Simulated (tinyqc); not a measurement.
Worked calculation: lattice vibrations of a chain. Computed by tinyqc, a small Python program that keeps every step. Command: `OMP_NUM_THREADS=1 python tinyqc.py 20797 20798 out.jsonl` (the two numbers bound the seeds that draw the settings). One thread of a shared host (Intel(R) Xeon(R) Processor @ 2.60GHz), about 0.01 s of CPU time with the checks.

## Dynamical matrix at q = 0.48

A chain moving along its axis:
```
atom    mass (u)  spring to the next atom (eV/angstrom^2)
1      29.900000                                 2.700000
2     111.900000                                25.100000
3      30.600000                                10.600000
4      49.100000                                15.400000
```

q is in units of 2 pi/a. A spring k from atom i to atom j, n cells on, adds k to Phi_ii and Phi_jj, -k exp(2 pi i q n) to Phi_ij and the conjugate to Phi_ji (for one atom a cell: 2k (1 - cos 2 pi q n)); D_ij = Phi_ij / sqrt(m_i m_j).

D(q) (eV/(angstrom^2 u)), lower triangle (Hermitian):
```
                    1          2          3         4
1            0.605351
2           -0.046678   0.248436
3            0.000000  -0.428941   1.166667
4  0.398755-0.050374i   0.000000  -0.273467  0.529532
```

## Frequencies

omega^2 are the eigenvalues; wavenumber = 521.4708 sqrt(eigenvalue) 1/cm.

eigenvalues: 0.042629  0.155730  0.927281  1.424346

wavenumbers (1/cm): 107.7  205.8  502.2  622.4

weights |e|^2 of the mass-weighted modes:
```
          mode 1    mode 2    mode 3    mode 4
atom 1  0.055415  0.367434  0.555851  0.021300
atom 2  0.609866  0.244142  0.047327  0.098665
atom 3  0.159725  0.001892  0.069576  0.768807
atom 4  0.174994  0.386531  0.327246  0.111229
```

## Dispersion and heat capacity

C/k_B per atom = mean over q = (j + 1/2)/80, j = 0..39 and all branches of y^2 e^y/(e^y - 1)^2, y = hc wavenumber / k_B T.

Wavenumbers (1/cm):
```
q           branch 1    branch 2    branch 3    branch 4
0.000000    0.000000  241.695176  495.010913  624.475666
0.062500   18.187718  240.639601  495.289849  624.397289
0.125000   36.095556  237.551709  496.081253  624.172978
0.187500   53.404271  232.670967  497.257864  623.834146
0.250000   69.701542  226.413850  498.634454  623.429519
0.312500   84.395969  219.423646  499.999677  623.019364
0.375000   96.586254  212.670553  501.148813  622.667182
0.437500  104.950422  207.539806  501.912703  622.429511
0.500000  107.984350  205.578629  502.180231  622.345598
```

Heat capacity:
```
T (K)  C/k_B per atom
20           0.082198
50           0.199150
100          0.352938
200          0.598374
300          0.757617
600          0.923810
1200         0.979688
```

zero-point energy per atom = 21.882615 meV
